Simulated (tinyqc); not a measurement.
Size effects in the resistivity of thin metal films and interconnect lines: one step, computed by the program tinyqc. Command: `OMP_NUM_THREADS=1 python tinyqc.py 3026363 3026364 out.jsonl size walk`. One thread of a shared host (Intel(R) Xeon(R) Processor @ 2.30GHz), about 0.01 s of CPU time with the checks.

Electrons lose their drift at surfaces (a share 1 - p of the hits) and at grain boundaries (reflection R), besides bulk scattering. The line sits in a trench with a non-conducting liner on both walls and the bottom; the spacing equals the drawn width.

Question. Metal cross-section. Metal width w_m = w - 2t, height h_m = (aspect ratio) w - t, grain size D = (ratio) w_m.

Inputs (values chosen for the exercise, modelled on aluminium):

| quantity | value | unit |
|---|---|---|
| drawn line width w | 7 | nm |
| grain size over metal width | 1.6 | - |
| aspect ratio (height over width) | 2.4 | - |
| liner thickness t | 1.4 | nm |

Geometry: line.

Give: metal width w_m; metal height h_m; grain size D; share of the trench filled by metal.

Answer.

metal width w_m = 4.2 nm

metal height h_m = 15.4 nm

grain size D = 6.72 nm

share of the trench filled by metal = 55 %
